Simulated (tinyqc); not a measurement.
Solubility, supersaturation, precipitation and gettering of an impurity in a silicon-like host: one step, computed by the program tinyqc. Command: `OMP_NUM_THREADS=1 python tinyqc.py 3017409 3017410 out.jsonl ripen walk`. One thread of a shared host (Intel(R) Xeon(R) Processor @ 2.30GHz), about 0.01 s of CPU time with the checks.

The wafer was saturated at T1 and is then held at T.

Task: Ham's law for sinks of fixed radius. tau0 = 1/(4 pi n r0 D); C_fixed(t) = C_eq + (C0 - C_eq) exp(-t/tau0). If all excess precipitates, the final radius is r_f = [r0^3 + 3 (C0 - C_eq)/(4 pi n C_p)]^(1/3), with tau_f = 1/(4 pi n r_f D).

Inputs (values chosen for the exercise, for a model impurity):
```
quantity,value,unit
temperature of saturation T1,1400,K
anneal temperature T,1135,K
sink density n,3.9e+10,1/cm^3
initial sink radius r0,6,nm
impurity density in the precipitate C_p,3e+22,1/cm^3
anneal time t,1.5,s
```

D(T) = 1.201408e-06 cm^2/s

C_eq(T) = 8.314886e+11 1/cm^3

C0 = 4.147959e+14 1/cm^3

Give: tau0; C_fixed(t); final radius r_f; tau_f.

Result:

tau0 = 2.831 s

C_fixed(t) = 2.445e+14 1/cm^3

final radius r_f = 6.698 nm

tau_f = 2.536 s

The sinks hardly grow, so the fixed radius is a good model. Caution: the barrier to homogeneous nucleation is below 35 k_B T for these inputs, so new precipitates would form and outnumber the fixed sinks assumed here.
